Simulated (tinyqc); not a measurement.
Electron mobility in a silicon inversion layer, empirical terms and Matthiessen rule: two steps of the calculation.

Inversion layer of sheet density Ns on a uniformly doped body. The mobility terms are empirical power laws with prefactors chosen for the exercise; adding their inverses (Matthiessen) is itself an approximation.

Inputs (values chosen for the exercise); material values close to those of silicon:

| symbol | value | unit | meaning |
|---|---|---|---|
| T | 400 | K | temperature |
| Eg | 1.1 | eV | band gap |
| eps_r | 11.5 |  | relative permittivity of the semiconductor |
| Nc | 4.28e19 | cm^-3 | conduction-band density of states at T |
| Nv | 4.05e19 | cm^-3 | valence-band density of states at T |
| Nb | 2.1e17 | cm^-3 | body doping |
| Vsb | 0 | V | reverse body bias |
| eta | 0.5 |  | weight of the inversion charge in the effective field |
| Ap | 476 | cm^2/(V s) | phonon-limited mobility at 1 MV/cm and 300 K |
| As | 648 | cm^2/(V s) | roughness-limited mobility at 1 MV/cm |
| gs | 2 |  | exponent of the roughness term |
| Ac | 1800 | cm^2/(V s) | Coulomb prefactor |
| Nit | 1.3e10 | cm^-2 | charge at the interface |
| Ns | 9e11 | cm^-2 | inversion density |

Constants: q = 1.602176634e-19 C, kB = 1.380649e-23 J/K, Vt = kB T/q, eps0 = 8.8541878128e-14 F/cm where lengths are in cm. Results are converted to the units shown.

Question 1. Depletion charge and effective field. ni = sqrt(Nc Nv) exp(-Eg/(2 Vt)), Eg in volts; Ndep = sqrt(2 eps0 eps_r Nb (2 Vt ln(Nb/ni) + Vsb)/q); E = q (Ndep + eta Ns)/(eps0 eps_r), in MV/cm.

Give: ni; Ndep; E.

Answer 1.

ni = 4.8950e12 cm^-3
Ndep = 1.4010e12 cm^-2
E = 0.29125 MV/cm

The depletion charge gives 75.7 % of the field.

Question 2. Mobility terms and their sum. With t = T/(300 K): muC = Ac (Ns/1e12 cm^-2) t/(Nb/1e17 cm^-3 + Nit/1e11 cm^-2), muP = Ap E^(-1/3) t^(-1.75), muS = As E^(-gs); 1/mu is the sum of the inverses.

E = 0.29125286 MV/cm

Wanted: terms; mu; shares of 1/mu.

Answer 2.

terms (cm^2/(V s)): Coulomb 968.61, phonon 434.05, roughness 7639.0
mu = 288.42 cm^2/(V s)
shares of 1/mu (%): Coulomb 29.776, phonon 66.448, roughness 3.7756

The phonon term limits most.

Computed by the program tinyqc: `OMP_NUM_THREADS=1 python tinyqc.py 2510137 2510138 out.jsonl`, one thread of a shared Intel Xeon 2.30GHz, about 0.01 s for the whole run.
